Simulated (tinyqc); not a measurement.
Worked calculation: donor level screened by free carriers (Yukawa potential). Values are carried at full precision from step to step, so a last printed digit may differ when a step is redone from the rounded ones.

Screening wave number: Debye ks^2 = 4 pi q n/(eps kB T); Thomas-Fermi ks^2 = 6 pi q n/(eps EF) with EF = c (3 pi^2 n/gv)^(2/3)/m, c = hbar^2/2m0; the two are joined by 1/ks^2 = sqrt(1/ks_D^4 + 1/ks_TF^4). 1e18/cm^3 = 1e-6/angstrom^3, q = e^2/(4 pi eps0).

Constants: e^2/(4 pi eps0) = 14.39964547 eV angstrom; kB = 8.617333262e-05 eV/K; hbar^2/2m0 = 3.80998211 eV angstrom^2; Ry = 13.60569312 eV; a0 (Bohr radius) = 0.5291772105 angstrom.

Parameters, chosen for this exercise (near those of a donor in InP, with one mean mass; not measured data): m = 0.084 m0 (mass); eps = 12.5 (dielectric constant); gv = 1 (valleys); T = 77 K (temperature); n = 0.046 x 1e18/cm^3 (free-carrier density).

## Units and screening length

Give Ry* = Ry m/eps^2, a* = a0 eps/m, EF, the three values of ks, and x = ks a*.

Ry* = 7.314 meV
a* = 78.75 angstrom
EF = 5.57 meV

ks: Debye, Thomas-Fermi, joined (1/angstrom): 0.01002  0.01339  0.00936

x = 0.7369

EF/kB T = 0.84, so the Debye value, the smaller one, controls the screening.

## One-parameter trial function

Potential -(q/(eps r)) exp(-ks r), q = e^2/(4 pi eps0). In units Ry* = Ry m/eps^2 and a* = a0 eps/m the problem is [-Laplacian - 2 exp(-x r)/r] psi = E psi with x = ks a*.

For exp(-z r): E(z) = z^2 - 8 z^3/(2z + x)^2 in Ry*. Scan z = 0.5, 0.6, ..., 1.1, then minimise; first order gives -1 + 2x.

Scan (Ry*):
```
z,kinetic,potential,E
0.5,0.2500,-0.3315,-0.0815
0.6,0.3600,-0.4606,-0.1006
0.7,0.4900,-0.6009,-0.1109
0.8,0.6400,-0.7500,-0.1100
0.9,0.8100,-0.9062,-0.0962
1.0,1.0000,-1.0680,-0.0680
1.1,1.2100,-1.2345,-0.0245
```

best z = 0.743
E = -0.1120 Ry*
binding = 0.82 meV

First order in x would give 0.474 Ry*, a rigid shift by q ks/eps; it overstates the loss of binding by 0.586 Ry*.

## Converged levels

Converged values use 18 functions exp(-z r), z = 1.55^i, i = -11 to 6: S = 2/A^3, H = z_i z_j S - 2/(A + x)^2, A = z_i + z_j.

The 1s and 2s levels and the mean radius.

1s = -0.1220 Ry*
binding = 0.89 meV
<r> = 181.8 angstrom
second root = 0.0000 Ry*

The trial function misses by 0.0100 Ry*. Screening leaves 12 % of the bare binding, 0.13 kB T. 2s is no longer bound (it unbinds at x = 0.310). At this density n^(1/3) a* is past the Mott value 0.26, so real donors overlap and form no separate level.

## Checks

- 1s at x = 0.5 against the known -0.29623 Ry*: both -0.29623.
- 1s at x = 0 against -1: both -1.00000.

Run: tinyqc, `OMP_NUM_THREADS=1 python tinyqc.py 1252405 1252406 out.jsonl`; Intel(R) Xeon(R) Processor @ 2.30GHz, one thread, shared host; about 0.01 s of CPU time with all checks.
